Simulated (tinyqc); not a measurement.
Changing the energy of phase 2 above phase 1, Delta E0: pressure-driven transition between two phases with analytic equations of state. Computed by tinyqc, a small Python program. Command: `OMP_NUM_THREADS=1 python tinyqc.py 3024777 3024778 out.jsonl transition sweep`. One thread of a shared host (Intel(R) Xeon(R) Processor @ 2.30GHz), about 0.01 s of CPU time with the checks.

Each phase obeys E = E0 + (9 V0 B0/16) [y^3 B' + y^2 (2 - 4 y)], y = (V0/V)^(2/3) - 1; P = (3 B0/2) (x^7 - x^5) [1 + (3/4)(B' - 4)(x^2 - 1)], x = (V0/V)^(1/3); E0 = 0 for phase 1 and Delta E0 for phase 2. H = E + P V.

Inputs (values chosen for the exercise, for two model phases):
```
quantity              value             unit
volume V0 of phase 1   18.6  angstrom^3/atom
B0 of phase 1          94.1              GPa
B' of phase 1          3.44                -
volume V0 of phase 2   15.4  angstrom^3/atom
B0 of phase 2           109              GPa
B' of phase 2           4.5                -
```

Equation of state: Birch-Murnaghan.

Constants: 1 eV/angstrom^3 = 160.2176634 GPa.

Method. If neither phase were compressed, P = Delta E0/(V0 of phase 1 - V0 of phase 2). Start from P = Delta E0/(V0 of phase 1 - V0 of phase 2); at each P solve P(V) = P for both phases and step P(new) = P - (H_2 - H_1)/(V_2 - V_1); stop when |H_2 - H_1| < 1e-10 eV. At the zero-temperature transition the volume change is V_2/V_1 - 1 and the work is P (V_1 - V_2).

One run for each value; columns: (1) energy of phase 2 above phase 1, Delta E0 (eV/atom); (2) transition pressure (GPa); (3) rigid estimate (GPa); (4) volume change (%); (5) work P (V_1 - V_2) (eV/atom):
```
(1)        (2)     (3)      (4)      (5)
0.0046  0.2308  0.2303  -17.177  0.00459
0.0069  0.3465  0.3455  -17.163  0.00688
0.0100  0.5029  0.5007  -17.144  0.00996
0.0150  0.7560  0.7510  -17.114  0.01490
0.0230  1.1633  1.1516  -17.065  0.02277
0.0340  1.7280  1.7023  -16.998  0.03350
0.0500  2.5593  2.5034  -16.899  0.04892
0.0750  3.8816  3.7551  -16.743  0.07259
0.1100  5.7819  5.5075  -16.523  0.10489
```

What does the table show, and why?

Over the rows, transition pressure (GPa) rises from 0.231 to 5.78 (exponent d ln y / d ln x about 1.0 throughout); rigid estimate (GPa) rises from 0.230 to 5.51 (exponent d ln y / d ln x about 1.00 throughout); volume change (%) rises from -17.2 to -16.5 (exponent d ln y / d ln x -0.0020 between the first rows and -0.035 between the last). The exponent of transition pressure stays between 1.00 and 1.04, near 1: the rigid estimate Delta E0/Delta V. P_t/(rigid estimate) goes from 1.002 to 1.050: the higher the pressure, the more the two volumes have changed from their values at P = 0.

Extremes, crossings and ranges named in words are read from the listed rows.
